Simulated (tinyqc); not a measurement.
Inside a calculation. Model: double-gate transistor, scale length and short-channel effects.

tinyqc, about 0.01 s, one thread, Intel Xeon 2.30GHz (shared host): `OMP_NUM_THREADS=1 python tinyqc.py 2420084 2420085 out.jsonl` Printed values are rounded.

A body of thickness ts between two insulators of thickness ti and two tied gates. Below threshold the potential that source and drain add obeys Laplace's equation and vanishes on the gate. Its lowest mode decays along the channel as exp(-k y); k is the smallest positive root of the matching condition at the interface, and the scale length is Lambda = pi/k.

Parameters, values chosen for the exercise; permittivities: semiconductor close to that of gallium nitride, insulator close to that of silicon nitride:
- T = 300 K (temperature)
- eps_r = 9.53 (relative permittivity of the semiconductor)
- ei = 7.83 (relative permittivity of the insulator)
- ti = 3.1 nm (insulator thickness)
- ts = 3.3 nm (body thickness)
- L = 28 nm (channel length)
- Vbi = 1 V (potential of the source)
- sT = 0.68 V (potential of the barrier top at threshold)
- VTL = 0.37 V (long-channel threshold)
- m = 1 (long-channel body factor)
- Vds = 0.5 V (drain voltage)

Constants: q = 1.602176634e-19 C, kB = 1.380649e-23 J/K, Vt = kB T/q. Results are converted to the units shown.

## Scan of the matching condition

```
point,k (1/nm)
0,0.0475
1,0.095
2,0.1425
3,0.19
4,0.2375
5,0.285
6,0.3325
7,0.38
```

f(k) = ei cos(k ti) cos(k ts/2) - eps_r sin(k ti) sin(k ts/2).

```
point,f(k)
0,7.612016
1,6.969207
2,5.934435
3,4.560614
4,2.918026
5,1.090758
6,-0.827572
7,-2.738556
```

The first change of sign lies between k = 0.285 and 0.3325 1/nm.

## Iteration 1: decay constant by Newton steps

k at the start = 0.3325 1/nm

f(k) = ei cos(k ti) cos(k ts/2) - eps_r sin(k ti) sin(k ts/2); f' by a central difference with +/- 1e-5 1/nm; k(new) = k - f/f'.

f = -0.8275719
f' = -40.65702 nm
k after iteration 1 = 0.3121450 1/nm

## Iteration 2: decay constant by Newton steps

As before.

f = -6.294357e-4
f' = -40.53108 nm
k after iteration 2 = 0.3121295 1/nm

## Course of the iteration: decay constant by Newton steps

Stop when k changes by less than 1e-10 1/nm, or after 30 iterations.

Course of the iteration:
```
iteration,k (1/nm),|change| (1/nm)
1,0.3121450,0.0204
2,0.3121295,1.55e-5
3,0.3121295,4.65e-11
```

Converged in 3 iterations. The change falls from 0.020 in the first iteration to below the tolerance in the last.

## Scale length against simple estimates

k = 0.3121295 1/nm

Lambda = pi/k and l = 1/k. A parabolic potential across the structure gives l(parabolic) = sqrt((eps_r/(2 ei)) ts ti (1 + ei ts/(4 eps_r ti))).

Lambda = 10.06503 nm
l = 3.203798 nm
l(parabolic) = 2.754412 nm

The parabolic estimate is 14 % below l.

## Threshold shift, barrier position and swing

Along the channel psi(y) = s + a exp(y/l) + b exp(-y/l) with psi(0) = Vbi, psi(L) = Vbi + Vds and l = 1/k = Lambda/pi; with A = Vbi - s, B = A + Vds, x = exp(-L/l): a = (B - A x) x/(1 - x^2), b = (A - B x)/(1 - x^2). The minimum is s + 2 sqrt(a b), at y = (l/2) ln(b/a). The long-channel potential follows the gate as s = sT + (Vg - VTL)/m, and the threshold VT is the gate voltage at which the minimum equals sT. Swing = m Vt ln 10/g at threshold, g = d(minimum)/ds = 1 - (b x + a)/((1 + x) sqrt(a b)).

s at threshold = 0.6666650 V
a = 1.334198e-4 V
b = 0.3332016 V
position of the minimum = 12.53166 nm
VT = 0.3566650 V
swing = 61.24165 mV/decade

The threshold lies 13.3 mV below the long-channel value, and the barrier top sits at 0.45 L from the source.
